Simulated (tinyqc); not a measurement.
Van der Pauw, Hall and four-point-probe measurements on a doped layer: two steps of the calculation.

A uniform p-type layer with sheet resistance Rs = 1/(q ns mu), point contacts, low field (mu B small).

Inputs (values chosen for the exercise):
- ns = 2.8e14 cm^-2 (sheet density of the layer)
- mu = 30 cm^2/(V s) (drift mobility)
- rH = 1.18 (Hall factor)
- B = 2 T (magnetic field)
- I = 1000 uA (current)
- ar = 1.12 (side ratio a/b of a rectangular sample with corner contacts)

Constants: q = 1.602176634e-19 C. Results are converted to the units shown.

Task 1. Resistances and Hall voltage. Rs = 1/(q ns mu). For a rectangle with contacts at the corners, RA = (8 Rs/pi) sum_(k>=0) ln coth((2k + 1) pi a/(2 b)) with current along a short side b and voltage along the opposite one, RB the same with a and b exchanged; Hall voltage VH = rH B I/(q ns), negative for electrons.

Give: Rs; RA; RB; VH.

Result 1.

Rs = 743.0 ohm/square
RA = 112.3 ohm
RB = 230.1 ohm
VH = 5.261 mV

RB/RA = 2.05; for a square both equal Rs ln 2/pi = 164 ohm.

Task 2. New z. The van der Pauw equation exp(-pi RA z) + exp(-pi RB z) = 1 is solved for z = 1/Rs: e1 = exp(-pi RA z), e2 = exp(-pi RB z), f = e1 + e2 - 1, f' = -pi (RA e1 + RB e2), z(new) = z - f/f'.

z at the start = 1.2887666 mS
RA = 112.30208 ohm
RB = 230.09601 ohm

Give: e1; e2; f; f'; z after iteration 1.

Result 2.

e1 = 0.6346
e2 = 0.3939
f = 0.02857
f' = -0.5087 kohm
z after iteration 1 = 1.345 mS

Program tinyqc, `OMP_NUM_THREADS=1 python tinyqc.py 2850135 2850136 out.jsonl`; Intel Xeon 2.30GHz, shared host, one thread, about 0.01 s.
